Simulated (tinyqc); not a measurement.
Screening of the starting offset: band offset of a heterojunction with an interface dipole (two-band chains, self-consistent charge).

Sites alternate A, C. Left: A at -G1/2, C at +G1/2, hopping -t1; right: A at D - G2/2, C at D + G2/2, hopping -t2; the bonds across the two interfaces of a ring (C left to A right, C right to A left) have -sqrt(t1 t2). D is the offset of the mid-gaps, so Ev(right) - Ev(left) = D - (G2 - G1)/2 and Ec(right) - Ec(left) = D + (G2 - G1)/2. The closing bond has its sign reversed (antiperiodic ring). Half the levels are filled with two electrons each. The charge moved is q = (electrons on the left) less one a site; the mean over the two interfaces, q/2, is taken as the charge that crosses each, and its dipole opposes the offset: D = D0 - u q/2.

From here on the ring has 24 cells a side.

Values chosen for the exercise (gaps near those of GaAs and AlAs; the chains and D0 are free models, so the offsets are not those of the real pair; shifted at random, so the results belong to these values and not to a real crystal):
- G1 = 1.42 eV (gap on the left)
- G2 = 2.25 eV (gap on the right)
- t1 = 2.37 eV (hopping on the left)
- t2 = 1.63 eV (hopping on the right)
- u = 5.9 eV (potential step per electron moved across)

chi = 0.287324 1/eV

D0 is varied; the self-consistent D is found by bisection. chi = dq/dD at D = 0; the linear rule is D = S D0 with S = 1/(1 + u chi/2). The gap of the junction closes (type III) at |D| = (G1 + G2)/2.

Against D0:
```
2 D0/(G1 + G2),D0 (eV),q at D0,D (eV),D/D0,linear (eV)
-0.85,-1.560,-0.5450,-0.8240,0.5283,-0.8442
-0.55,-1.009,-0.3136,-0.5407,0.5357,-0.5462
-0.30,-0.550,-0.1619,-0.2970,0.5396,-0.2980
-0.15,-0.275,-0.0795,-0.1489,0.5408,-0.1490
0.10,0.183,0.0529,0.0993,0.5411,0.0993
0.25,0.459,0.1339,0.2478,0.5401,0.2483
0.50,0.917,0.2812,0.4924,0.5366,0.4966
0.80,1.468,0.5003,0.7777,0.5297,0.7945
0.95,1.743,0.6499,0.9156,0.5253,0.9435
```

D/D0 lies between 0.525 and 0.541, against S = 0.541 from chi at D = 0; the linear rule misses by at most 28 meV. q is odd in D. Less than half of the starting offset is screened, so the natural line-up still counts most.

Run: tinyqc, `OMP_NUM_THREADS=1 python tinyqc.py 1480060 1480061 out.jsonl`; Intel(R) Xeon(R) Processor @ 2.30GHz, one thread, shared host; about 0.5 s of CPU time with all checks.
